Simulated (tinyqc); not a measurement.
Raman shift of the zone-centre optical phonon of a diamond-structure crystal under stress. Which input was changed? Computed by tinyqc, a small Python program. Command: `OMP_NUM_THREADS=1 python tinyqc.py 3023327 3023328 out.jsonl ramanstress which`. One thread of a shared host (Intel(R) Xeon(R) Processor @ 2.30GHz), about 0.1 s of CPU time with the checks.

Axes x, y, z are the cube axes. Strain shifts the threefold optical mode and can split it; p, q and r are the phonon deformation potentials.

Inputs (values chosen for the exercise, modelled on germanium): unstrained frequency omega_0 = 300.9 1/cm; p/omega_0^2 = -1.44; q/omega_0^2 = -1.85; r/omega_0^2 = -1.16; C11 = 128.1 GPa; C12 = 47.68 GPa; C44 = 67.74 GPa; stress sigma (tension positive) = 1.7 GPa; polarisation angle phi = 20 degree.

Stress state: biaxial. Axis: [001].

Method:
- S11 = (C11 + C12)/D, S12 = -C12/D, D = (C11 - C12)(C11 + 2 C12), S44 = 1/C44.
- Equal biaxial stress in the plane normal to the axis (unit vector n): sigma_ij = sigma (delta_ij - n_i n_j).
- eps_xx = S11 sigma_xx + S12 (sigma_yy + sigma_zz), and cyclic; eps_xy = S44 sigma_xy/2 (tensor strain).
- Secular matrix: M_xx = p eps_xx + q (eps_yy + eps_zz), M_xy = 2 r eps_xy; its eigenvalues are omega^2 - omega_0^2, and the shifts are these over 2 omega_0.
- gamma = -(p + 2q)/(6 omega_0^2); the mean of the three shifts is -gamma omega_0 x (volume strain).
- Backscattering from a (001) surface: incident polarisation (cos phi, sin phi, 0). With Raman tensors (R_z)_xy = (R_z)_yx = 1 and cyclic, only the z component u_z of a mode counts: I = u_z^2 sin^2(2 phi) for parallel and u_z^2 cos^2(2 phi) for crossed polarisers. An unresolved line sits at the intensity-weighted shift, which is M_zz/(2 omega_0).

Question. One of these inputs alone was changed, within the range given: r/omega_0^2 (-2.32 to -0.58); C11 (64.05 to 256.2); C12 (23.84 to 95.36); stress sigma (tension positive) (0.85 to 3.4). Which one, and to what value?

Results:
```
run     mean shift (1/cm)  volume strain (per mille)  shift per stress (1/(cm GPa))
before          -3.922050                   15.21525                      -2.818441
after           -3.782570                   14.67415                      -2.764006
```

Answer.

Each candidate set to reproduce mean shift, and what it then gives:
```
candidate                              range searched  value needed  volume strain (per mille)  shift per stress (1/(cm GPa))
r/omega_0^2                            -2.32 to -0.58     no effect                          -                              -
C11 (GPa)                              64.05 to 256.2         136.3                     14.674                        -2.6889
C12 (GPa)                              23.84 to 95.36         51.80                     14.674                        -2.7640
stress sigma (tension positive) (GPa)     0.85 to 3.4         1.640                     14.674                        -2.8184
```

Only C12 fits every result: it went from 47.68 to 51.8 GPa. The next best candidate, stress sigma (tension positive), misses one result by 2.0 %.

Caution: strains above about 1 % call for terms beyond linear order.
